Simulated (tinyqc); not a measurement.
# Grain-boundary trapping model (Seto) of a polycrystalline semiconductor film, step by step

A worked calculation. Computed by tinyqc, a small Python program that keeps every step. Command: `OMP_NUM_THREADS=1 python tinyqc.py 3010641 3010642 out.jsonl poly walk`. One thread of a shared host (Intel(R) Xeon(R) Processor @ 2.30GHz), about 0.01 s of CPU time with the checks. Intermediate numbers are printed to about 7 digits and carried at full precision; extremes and crossings named in words are read from the listed rows.

Grains of equal size L are joined by thin boundaries with one trap level. Trapped carriers deplete a width W on each side and raise a barrier, crossed by thermionic emission. Dopants are fully ionised, statistics are non-degenerate and mu_g does not depend on T.

Inputs (values chosen for the exercise, modelled on polycrystalline germanium):
```
quantity,value,unit
permittivity eps,16,-
effective mass m,0.22,m_0
"effective density of states at 300 K, N_c",5.9e+18,1/cm^3
grain size L,62,nm
trap density Q_t,6.4e+11,1/cm^2
trap level E_t below the band edge,0.25,eV
doping N,1.6e+16,1/cm^3
mobility inside the grains mu_g,360,cm^2/(V s)
temperature T,400,K
```

Grain interior: resistance included.

Constants: e = 1.602176634e-19 C; eps_0 = 8.8541878128e-12 F/m; k_B = 8.617333262e-05 eV/K; m_0 = 9.1093837015e-31 kg; k_B = 1.380649e-23 J/K.

## Critical doping

If all traps fill, the grain is just depleted at N* = Q_t/L, with the barrier e Q_t L/(8 eps eps_0).

N* = 1.032258e+17 1/cm^3

barrier at N* with all traps filled = 0.05609490 V

The traps stay filled only while e V_B is below E_t - k_B T ln(N_c(T)/N*) = 0.096 eV. The barrier above exceeds that or lies within 2 k_B T of it, so band bending brings the traps close to or above E_F before all fill, and the real maximum is lower.

## Barrier

N_c(T) = N_c (T/300 K)^(3/2). Filled traps Q = Q_t/(1 + (1/2) exp((E_t* - E_F)/k_B T)), where E_t* = e V_B - E_t and E_F are counted from the band edge at the grain centre. Partial depletion: Q = 2 N W, V_B = e N W^2/(2 eps eps_0), E_F = k_B T ln(N/N_c); solve for W. If that W would exceed L/2 the grain is fully depleted: W = L/2, Q = N L, and E_F follows from the trap equation. Centre density n_0 = N_c exp(E_F/k_B T).

depletion width W = 31 nm

barrier V_B = 0.008694709 V

E_F = -0.3236546 eV

centre density n_0 = 7.592630e+14 1/cm^3

The grain is fully depleted, and n_0 is 0.0475 of N.

## Resistivity and effective mobility

Boundary: sigma_b = L e^2 n_0 exp(-e V_B/k_B T)/sqrt(2 pi m k_B T); drift through the grain, depleted parts included: rho_g = [(1 - 2W/L) + (2W/L) int_0^1 exp(y^2 s^2) ds]/(e n_0 mu_g); rho = 1/sigma_b + rho_g. Mean carrier density n_av = n_0 [(1 - 2W/L) + (2W/L) (sqrt(pi)/2) erf(y)/y], y = sqrt(e V_B/k_B T); effective mobility 1/(e n_av rho).

boundary resistivity = 8.880986 ohm cm

drift resistivity rho_g = 24.90911 ohm cm

resistivity rho = 33.79010 ohm cm

mean carrier density = 6.999775e+14 1/cm^3

effective mobility = 263.8858 cm^2/(V s)

A single crystal with the same N and mu_g would have 1.08 ohm cm, a factor 31.2 lower.

## Activation energy

E_a = d ln(rho)/d(1/k_B T) from T - 5 K and T + 5 K; temperature coefficient d ln(rho)/dT.

activation energy E_a = 0.2930434 eV

temperature coefficient = -2.125724 %/K

E_a is close to the trap depth E_t = 0.25 eV, since carriers must leave the traps.

## Against the doping

The formulas are those given above.

The same film:
```
N (1/cm^3),W (nm),V_B (V),mean density (1/cm^3),mobility (cm^2/(V s)),rho (ohm cm)
3.10e+15,31.00000,0.00168460,1.028917e+14,274.2919,2.211547e+02
1.00e+16,31.00000,0.00543419,3.836654e+14,269.0005,6.047612e+01
2.60e+16,31.00000,0.01412890,1.433550e+15,254.3964,1.711457e+01
5.20e+16,31.00000,0.02825780,5.800840e+15,225.2493,4.776779e+00
8.30e+16,31.00000,0.04510380,3.384165e+16,185.8217,9.925255e-01
1.20e+17,24.52012,0.04079792,9.282162e+16,189.9611,3.539776e-01
2.10e+17,14.75931,0.02586802,1.897443e+17,222.3896,1.479131e-01
4.10e+17,7.71457,0.01379808,3.978761e+17,249.2081,6.294766e-02
1.00e+18,3.18789,0.00574668,9.945600e+17,265.5568,2.363204e-02
4.10e+18,0.77985,0.00141000,4.098611e+18,273.8191,5.561465e-03
```

The barrier peaks among these rows at N = 8.3e16 (0.045 V) and the mobility has its minimum at 8.3e16; N* is 1.0e17. While the grain is fully depleted (W = L/2) V_B grows as N; once all traps are filled it falls as 1/N (last exponent -1.00). Partly depleted rows (W < L/2) with e V_B below 2 k_B T stretch the depletion approximation. Where N approaches N_c the non-degenerate statistics fail. rho drops most steeply, as N^-3.4, between 5.2e16 and 8.3e16.

Checks made by the program: charge in the traps against the depleted charge (relative difference below 1e-10).
